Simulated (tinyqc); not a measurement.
## Pillar capacitor in an array: capacitance, non-linearity, leakage and relaxation: capacitance, non-linearity and leakage against thickness

A film between two metal electrodes, each interface adding a series capacitance ci. The small-signal permittivity is ek (1 + aq E^2); the field is found with the linear permittivity. Leakage J = J0 sinh(E/Ef). After a voltage step the film passes a relaxation current kr C V tt^(-nr), tt being the time in seconds. The sidewall is a coaxial capacitor with radii a = dm/2 and b = dm/2 + t, depth AR dm; the end face is left out.

Planar film: Cf = eps0 ek/t, 1/C = 1/Cf + 2/ci, EOT = 3.9 eps0/C, effective permittivity C t/eps0, E = (V/t) C/Cf; quadratic coefficient [C(V)/C - 1]/V^2 with Cf (1 + aq E^2) in C(V).

Parameters, values chosen for the exercise; permittivity of the order of that of tantalum oxide: relative permittivity of the film ek = 26.9; capacitance of each electrode interface (dead layer and screening) ci = 1000 uF/cm^2; quadratic field coefficient of the permittivity aq = 0.0084 cm^2/MV^2; bias V = 1 V; leakage prefactor J0 = 1.3e-11 A/cm^2; field for an e-fold rise of the leakage Ef = 0.17 MV/cm.

Constants: eps0 = 8.8541878128e-14 F/cm where lengths are in cm. Results are converted to the units shown.

Results:

| t (nm) | C (uF/cm^2) | EOT (nm) | effective permittivity | E (MV/cm) | quadratic coefficient (ppm/V^2) | J (A/cm^2) |
|---|---|---|---|---|---|---|
| 2.5 | 9.349 | 0.3694 | 26.40 | 3.925 | 1.267e5 | 0.06927 |
| 3.7 | 6.355 | 0.5433 | 26.56 | 2.668 | 5.900e4 | 4.263e-5 |
| 8.2 | 2.888 | 1.196 | 26.74 | 1.212 | 1.228e4 | 8.135e-9 |
| 12 | 1.977 | 1.747 | 26.79 | 0.8300 | 5764 | 8.578e-10 |
| 18 | 1.320 | 2.617 | 26.83 | 0.5541 | 2572 | 1.690e-10 |
| 27 | 0.8806 | 3.921 | 26.85 | 0.3697 | 1146 | 5.646e-11 |
| 40 | 0.5947 | 5.806 | 26.87 | 0.2497 | 523.1 | 2.674e-11 |
| 60 | 0.3966 | 8.706 | 26.88 | 0.1665 | 232.8 | 1.487e-11 |

Estimate the missing row, t = 5.5 nm.

Computed row:

| t (nm) | C (uF/cm^2) | EOT (nm) | effective permittivity | E (MV/cm) | quadratic coefficient (ppm/V^2) | J (A/cm^2) |
|---|---|---|---|---|---|---|
| 5.5 | 4.293 | 0.8043 | 26.67 | 1.803 | 2.705e4 | 2.618e-7 |

With this row back in the table: C falls from 9.35 to 0.397 uF/cm^2 while the effective permittivity goes from 26.4 to 26.9 (ek = 26.9). EOT is a straight line in t with slope 3.9/ek = 0.145 and intercept 0.00691 nm. The quadratic coefficient goes as t^(-1.95) between the first two rows and t^(-2.00) between the last two (-2 without interfaces), and J falls by 9.67 decades. For t = 2.5, 3.7 direct tunnelling, left out, would add to the leakage.

Program tinyqc, `OMP_NUM_THREADS=1 python tinyqc.py 2102071 2102072 out.jsonl`; Intel Xeon 2.30GHz, shared host, one thread, about 0.01 s.
